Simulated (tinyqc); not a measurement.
Hubbard ring of 6 sites, step by step. Computed by tinyqc, a small Python program that keeps every step. Settings: hopping = 1.4, U = 9.6, mixing = 0.2, iteration cap = 77. Command: `OMP_NUM_THREADS=1 python tinyqc.py 20336 20337 out.jsonl` (the two numbers bound the seeds that draw the settings). One thread of a shared host (Intel(R) Xeon(R) Processor @ 2.60GHz), about 0.3 s of CPU time with the checks.

one-body matrix (hopping and site energies) (eV), lower triangle:
```
           1          2          3          4          5          6
1  -0.300000
2  -1.400000   0.770000
3   0.000000  -1.400000   0.110000
4   0.000000   0.000000  -1.400000   0.400000
5   0.000000   0.000000   0.000000  -1.400000   0.750000
6  -1.400000   0.000000   0.000000   0.000000  -1.400000  -0.650000
```

U = 9.600000 eV

electrons, up and down: 4  3

n(up) at the start (a guess, not normalised): 1 0.967000, 2 0.367000, 3 0.967000, 4 0.367000, 5 0.967000, 6 0.367000

n(down) at the start (a guess): 1 0.200000, 2 0.800000, 3 0.200000, 4 0.800000, 5 0.200000, 6 0.800000

Each step fills the lowest levels of T + U n(other spin) and sets n(new) = n + mixing (n(out) - n); stop when output and input agree to 1e-8.

Course of the cycle:

| iteration | E (eV) | largest \|n(out) - n(in)\| | mean \|n_up - n_down\| |
|---|---|---|---|
| 1 | 7.68558690 | 5.75e-01 | 0.695577 |
| 2 | 7.48987561 | 4.62e-01 | 0.708964 |
| 3 | 7.33181962 | 3.74e-01 | 0.720280 |
| 4 | 7.20163733 | 3.07e-01 | 0.730043 |
| 5 | 7.09452103 | 2.53e-01 | 0.738336 |
| 6 | 7.00794494 | 2.09e-01 | 0.745178 |
| 7 | 6.93986077 | 1.73e-01 | 0.750666 |
| 8 | 6.88788883 | 1.43e-01 | 0.754979 |
| 9 | 6.84928645 | 1.18e-01 | 0.758321 |
| 10 | 6.82125407 | 9.70e-02 | 0.760891 |
| 11 | 6.80124242 | 9.67e-02 | 0.762859 |
| ... | ... | ... | ... |
| 67 | 6.75400029 | 5.58e-05 | 0.768659 |
| 68 | 6.75400029 | 4.88e-05 | 0.768659 |
| 69 | 6.75400029 | 4.27e-05 | 0.768658 |
| 70 | 6.75400028 | 3.73e-05 | 0.768658 |
| 71 | 6.75400028 | 3.26e-05 | 0.768658 |
| 72 | 6.75400028 | 2.85e-05 | 0.768658 |
| 73 | 6.75400028 | 2.50e-05 | 0.768658 |
| 74 | 6.75400028 | 2.19e-05 | 0.768658 |
| 75 | 6.75400028 | 1.91e-05 | 0.768658 |
| 76 | 6.75400028 | 1.67e-05 | 0.768658 |
| 77 | 6.75400028 | 1.46e-05 | 0.768658 |

Can the last value be used, and what does the course show?

Not by the stop rule, although the second column moves by less than 1e-07 over the last three steps. Not converged within 77 iterations: the residual falls steadily but slowly, by a factor of about 0.87 a step. The lowest mean-field energy found from random starts is 6.82037 eV. Reruns (cap 100 unless said): mixing 0.5: converged in 48 (E = 6.75400); mixing 0.9: converged in 23 (E = 6.75400); the original settings with a cap of 400: converged in 133 (E = 6.75400).
